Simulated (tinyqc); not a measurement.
Photoconductance decay in a wafer: bulk and surface recombination modes, and iron detection by pair splitting: one step, computed by the program tinyqc.

Both faces of the wafer have the same S; injection is low and all coefficients are constant. x runs from -W/2 to W/2.

Question. Effective lifetime. Even modes cos(a x) obey b tan b = S W/(2 D) with b = a W/2, odd modes sin(a x) obey -b cot b = S W/(2 D); each decays at the rate 1/tau_b + D a^2. tau_eff is the decay time of the first mode. The surface time is 1/(D a^2) of that mode; shortcuts for it are W/(2 S), W^2/(pi^2 D) and their sum, whose error is sum/surface time - 1.

Inputs (values chosen for the exercise, modelled on p-type silicon):
```
quantity                          value         unit
thickness W                         150   micrometre
diffusivity D                      27.5       cm^2/s
bulk lifetime tau_b without iron     16  microsecond
surface recombination velocity S    230         cm/s
```

Give: tau_eff; surface time; W/(2 S); W^2/(pi^2 D); error of the sum; tau_eff/tau_b.

Answer.

tau_eff = 10.81 microsecond

surface time = 33.29 microsecond

W/(2 S) = 32.61 microsecond

W^2/(pi^2 D) = 0.8290 microsecond

error of the sum = 0.4336 %

tau_eff/tau_b = 0.6754

The surfaces are slow against diffusion, so W/(2 S) is the larger part. tau_eff is only 0.68 of tau_b, so it understates the bulk lifetime.
